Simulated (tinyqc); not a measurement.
Pi bands of a honeycomb layer in tight binding: one step. Levels at Gamma, M and K. Four cases, with inputs chosen for the exercise.

Task: Solve the quadratic (e - E)^2 - D^2 - (t + s0 E)^2 w^2 = 0 with e = -t2 (w^2 - 3), for w = 3, 1, 0.

Lattice vectors a (1,0) and a (1/2, sqrt3/2); f = exp(i ky a/sqrt3) + 2 cos(kx a/2) exp(-i ky a/(2 sqrt3)), w = |f|. H = [[D - t2 F, -t f], [., -D - t2 F]] with F = w^2 - 3, S = [[1, s0 f], [., 1]]; the levels solve det(H - E S) = 0. K = (4 pi/3a, 0), M = (pi/a, pi/(sqrt3 a)); w = 3, 1, 0 at Gamma, M, K.

Case 1.

Values chosen (of the size used for graphene; shifted at random, so the results belong to these values and not to a real crystal):
- t = 2.81 eV (nearest hopping)
- t2 = 0.03 eV (second-neighbour hopping)
- s0 = 0.094 (overlap of neighbours)
- D = 0 eV (+D on A, -D on B)

Case 2.

Values chosen (of the size used for hexagonal BN; shifted at random, so the results belong to these values and not to a real crystal):
- t = 2.63 eV (nearest hopping)
- t2 = 0.26 eV (second-neighbour hopping)
- s0 = 0 (overlap of neighbours)
- D = 2.7 eV (+D on A, -D on B)

Case 3.

Values chosen (of the size used for graphene; shifted at random, so the results belong to these values and not to a real crystal):
- t = 2.89 eV (nearest hopping)
- t2 = 0 eV (second-neighbour hopping)
- s0 = 0.05 (overlap of neighbours)
- D = 0 eV (+D on A, -D on B)

Case 4.

Values chosen (of the size used for graphene; shifted at random, so the results belong to these values and not to a real crystal):
- t = 3 eV (nearest hopping)
- t2 = 0 eV (second-neighbour hopping)
- s0 = 0.054 (overlap of neighbours)
- D = 0 eV (+D on A, -D on B)

Give: a table of point, w, lower, upper, difference.

Result:

Case 1.

Levels (eV):
```
point  w    lower    upper  difference
Gamma  3  -6.7161  11.4903     18.2063
M      1  -2.5137   3.1678      5.6815
K      0   0.0900   0.0900      0.0000
```

Measured from the middle of the levels at K (0.090 eV), the upper band reaches 11.400 eV and the lower -6.806 eV at Gamma: the upper band is the wider; overlap stretches the upper band and positive t2 the lower. The saddle points at M give the absorption peak at 5.681 eV in this one-electron picture.

Case 2.

Levels (eV):
```
point  w    lower   upper  difference
Gamma  3  -9.8992  6.7792     16.6784
M      1  -3.2492  4.2892      7.5384
K      0  -1.9200  3.4800      5.4000
```

Measured from the middle of the levels at K (0.780 eV), the upper band reaches 5.999 eV and the lower -10.679 eV at Gamma: the lower band is the wider; overlap stretches the upper band and positive t2 the lower. In the real layer the upper band is the wider one. The saddle points at M give the absorption peak at 7.538 eV in this one-electron picture.

Case 3.

Levels (eV):
```
point  w    lower    upper  difference
Gamma  3  -7.5391  10.2000     17.7391
M      1  -2.7524   3.0421      5.7945
K      0   0.0000   0.0000      0.0000
```

Measured from the middle of the levels at K (0.000 eV), the upper band reaches 10.200 eV and the lower -7.539 eV at Gamma: the upper band is the wider; overlap stretches the upper band and positive t2 the lower. The saddle points at M give the absorption peak at 5.794 eV in this one-electron picture.

Case 4.

Levels (eV):
```
point  w    lower    upper  difference
Gamma  3  -7.7453  10.7399     18.4851
M      1  -2.8463   3.1712      6.0175
K      0   0.0000   0.0000      0.0000
```

Measured from the middle of the levels at K (0.000 eV), the upper band reaches 10.740 eV and the lower -7.745 eV at Gamma: the upper band is the wider; overlap stretches the upper band and positive t2 the lower. The saddle points at M give the absorption peak at 6.018 eV in this one-electron picture.

Computed by tinyqc, one run a case: `OMP_NUM_THREADS=1 python tinyqc.py N N+1 out.jsonl` with N = 1481094, 1481436, 1481494, 1481584; one thread of a shared Intel(R) Xeon(R) Processor @ 2.30GHz, about 0.01 s a run at most.
